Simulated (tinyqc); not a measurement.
Plane-wave Kohn-Sham cycle with exchange-only LDA in a layered model solid, step by step. One step of it, computed by the program tinyqc.

Question. Iteration 2: levels at that k. Diagonalise the Hermitian matrix.

H (hartree), lower triangle:
```
           -3         -2         -1         +0         +1         +2        +3
-3   3.462843
-2  -0.082955   1.310381
-1  -0.144472  -0.082955   0.064219
+0  -0.001213  -0.144472  -0.082955  -0.275643
+1   0.000517  -0.001213  -0.144472  -0.082955   0.290794
+2   0.000306   0.000517  -0.001213  -0.144472  -0.082955   1.763531
+3   0.000019   0.000306   0.000517  -0.001213  -0.144472  -0.082955  4.142568
```

Give: eigenvalues.

Answer.

eigenvalues (hartree): -0.345  0.027  0.352  1.325  1.776  3.472  4.151
